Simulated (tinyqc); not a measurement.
Koster-Slater impurity in a tight-binding band, by Green functions and by supercells: one step, computed by the program tinyqc.

One orbital per site, e(k) = -2 t sum cos(k_i) over 1 direction(s), band from -2 t to 2 t, lattice constant 1. One site has the extra energy U. Spin is left out.

Problem. The bound state. Outside the band G0(E) = sign(E)/sqrt(E^2 - 4 t^2). A bound state solves 1/U = G0(E). Bisection in ln(distance from the edge) between 1e-5 t and |U| + t. Weight on the impurity site: -1/(U^2 dG0/dE), by a central difference with step min(1e-4 t, distance/30). Decay length along an axis: 1/arccosh(1 + distance/(2 t)).

Inputs (values chosen for the exercise, for a model band): hopping t = 1.5 eV; impurity potential U = -0.714 eV.

Lattice: chain.

Give: level E_b; distance from the band edge; weight on the impurity site; decay length.

Solution.

level E_b = -3.0838 eV

distance from the band edge = 0.083796 eV

weight on the impurity site = 0.23153

decay length = 4.2407 sites

The state is shallow: most of it spreads over the host.
